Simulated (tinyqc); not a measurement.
# Donor binding, ionisation and the Mott limit, step by step

Numbers from tinyqc (`OMP_NUM_THREADS=1 python tinyqc.py 2330045 2330046 out.jsonl`; about 0.01 s on one thread of a shared Intel Xeon 2.30GHz). Printed values are rounded.

Hydrogenic donor: Ry = (m0 q^3/(8 eps0^2 h^2)) me/eps_r^2 in eV, E0 = cc Ry, radius a = q/(8 pi eps0 eps_r E0), Mott density Nm = (0.26/a)^3. Below Nm the level sinks as Ed = E0 [1 - (N/Nm)^(1/3)]. Neutrality: Nc F12(eta) = N/(1 + 2 exp(eta + Ed/kB T)), F12(x) = (2/sqrt(pi)) int_0^infinity sqrt(u)/(1 + exp(u - x)) du.

Values chosen for this exercise; band and dielectric values those of a made-up semiconductor: temperature T = 100 K; relative permittivity eps_r = 9.88; mass in the hydrogenic formula, set independently of Nc me = 0.365 m0; conduction-band density of states at 100 K Nc = 2.69e18 cm^-3; ratio of the true binding energy to the hydrogenic one cc = 1.3; donor density N = 1.4e17 cm^-3.

Constants: q = 1.602176634e-19 C, kB = 1.380649e-23 J/K, eps0 = 8.8541878128e-12 F/m, h = 6.62607015e-34 J s, m0 = 9.1093837015e-31 kg, Vt = kB T/q. Results are converted to the units shown.

Range of the model: A sharp level with degeneracy 2 overstates freeze-out near Nm, where the impurity band broadens and merges with the conduction band.

## Binding energy, radius and Mott density

The mean spacing of the donors is N^(-1/3).

Ry = 50.87444 meV
E0 = 66.13677 meV
a = 1.101848 nm
Nm = 1.313876e19 cm^-3
spacing over a = 17.47842
Ed = 51.58327 meV

## Ionisation

Solve the neutrality equation for eta. Boltzmann form: with k = (Nc/2) exp(-Ed/kB T) the ionised share is [-k + sqrt(k^2 + 4 k N)]/(2 N).

eta = -4.893595
ionised share = 14.36201 %
n = 2.010682e16 cm^-3
ionised share, Boltzmann form = 14.37953 %

With the level held at E0 the share would be 6.46 %.
